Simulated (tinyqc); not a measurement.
# Capacitance measurement on a leaky thin oxide: effects of series resistance and leakage: what changes with what

The device is a capacitance C in parallel with a leakage conductance G, in series with Rs and Ls. An impedance meter reports either a parallel pair (Cp, Gp) from Y = 1/Z = Gp + i w Cp or a series pair (Cs, Rm) from Z = Rm + 1/(i w Cs); w = 2 pi f, dissipation D = Gp/(w |Cp|).

Inputs (values chosen for the exercise); values of the order met in thin-oxide MOS capacitors:
```
symbol,value,unit,meaning
eox,22.3,,relative permittivity of the gate insulator (close to hafnium oxide)
tox,3.6,nm,insulator thickness
A,400,um^2,gate area
zc,0.44,nm,oxide-equivalent thickness added by the accumulation layer
zp,0,nm,oxide-equivalent thickness added by gate depletion
Jg,0.077,A/cm^2,"gate leakage current density, not matched to the thickness"
Vs,0.39,V,voltage for an e-fold rise of the leakage
Rs,11,ohm,series resistance
Ls,0,nH,series inductance
f,1e6,Hz,measuring frequency
```

Constants: eps0 = 8.8541878128e-14 F/cm where lengths are in cm. Results are converted to the units shown.

Each table varies one quantity; the others keep the values above.

## Readings against frequency

EOT = 3.9 tox/eox; CET = EOT + zc + zp; C = 3.9 eps0 A/CET; G = Jg A/Vs. Z = Rs + i w Ls + 1/(G + i w C); CET read from Cp = 3.9 eps0 A/Cp; errors under 0.001 % are printed as 0.

The same in every row: C (pF) = 12.914.

Results:

| f (Hz) | Cp (pF) | Cs (pF) | D | error of Cp (%) | error of Cs (%) | CET read from Cp (nm) |
|---|---|---|---|---|---|---|
| 1000 | 12.914 | 1236.3 | 9.7332 | -1.74e-3 | 9470 | 1.0696 |
| 3000 | 12.914 | 148.84 | 3.2444 | -1.74e-3 | 1050 | 1.0696 |
| 10000 | 12.914 | 25.148 | 0.97333 | -1.74e-3 | 94.7 | 1.0696 |
| 30000 | 12.914 | 14.273 | 0.32447 | -1.74e-3 | 10.5 | 1.0696 |
| 1e5 | 12.914 | 13.036 | 0.097421 | -1.74e-3 | 0.947 | 1.0696 |
| 3e5 | 12.914 | 12.927 | 0.032712 | -1.74e-3 | 0.105 | 1.0696 |
| 1e6 | 12.914 | 12.915 | 0.010626 | -1.82e-3 | 9.47e-3 | 1.0696 |
| 1e7 | 12.913 | 12.914 | 0.0098987 | -9.70e-3 | 0 | 1.0697 |
| 3e7 | 12.904 | 12.914 | 0.027101 | -0.0734 | 0 | 1.0704 |

Estimate the missing row, f = 3e6 Hz.

Computed row:

| f (Hz) | Cp (pF) | Cs (pF) | D | error of Cp (%) | error of Cs (%) | CET read from Cp (nm) |
|---|---|---|---|---|---|---|
| 3e6 | 12.913 | 12.914 | 0.0059220 | -2.45e-3 | 1.05e-3 | 1.0696 |

With this row back in the table: D goes from 9.73 through a minimum of 0.00592 (at f = 3e6 Hz among the rows listed) to 0.0271; without inductance its minimum lies at f = sqrt(G (1 + G Rs)/Rs)/(2 pi C) = 3.30e6 Hz. The error of Cp goes from -0.00174 to -0.0734 % and that of Cs from 9470 to 0 %; at low frequency Cp tends to C/(1 + G Rs)^2 and Cs grows as 1 + (G/(w C))^2. One of the two readings is within 2 % of C for f = 1000, 3000, 10000, 30000, 1e5, 3e5, 1e6, 3e6, 1e7, 3e7 Hz. For f = 1000, 3000 D exceeds 1, where the accuracy of real meters degrades in proportion to sqrt(1 + D^2).

## Effect of the series resistance

Same model as above.

The same in every row: C (pF) = 12.914; Cs (pF) = 12.915.

Effect of the series resistance:

| Rs (ohm) | Cp (pF) | D | error of Cp (%) | error of Cs (%) | CET read from Cp (nm) |
|---|---|---|---|---|---|
| 1 | 12.914 | 0.0098143 | 0 | 9.47e-3 | 1.0696 |
| 3 | 12.914 | 0.0099766 | 0 | 9.47e-3 | 1.0696 |
| 10 | 12.914 | 0.010545 | -1.65e-3 | 9.47e-3 | 1.0696 |
| 30 | 12.913 | 0.012168 | -5.33e-3 | 9.47e-3 | 1.0697 |
| 100 | 12.911 | 0.017848 | -0.0224 | 9.47e-3 | 1.0698 |
| 300 | 12.900 | 0.034077 | -0.107 | 9.47e-3 | 1.0707 |
| 1000 | 12.809 | 0.090880 | -0.810 | 9.47e-3 | 1.0783 |
| 3000 | 12.137 | 0.25318 | -6.01 | 9.47e-3 | 1.1380 |

What does the table show?

As Rs goes from 1 to 3000, the error of Cp goes from 0 to -6.01 %, that of Cs from 0.00947 to 0.00947 %, and D rises from 0.00981 to 0.253. The CET read from Cp goes from 1.07 to 1.14 nm against the true 1.07 nm. Rs does not enter the imaginary part of Z, so Cs does not depend on it.

tinyqc, about 0.01 s, one thread, Intel Xeon 2.30GHz (shared host): `OMP_NUM_THREADS=1 python tinyqc.py 2022082 2022083 out.jsonl`
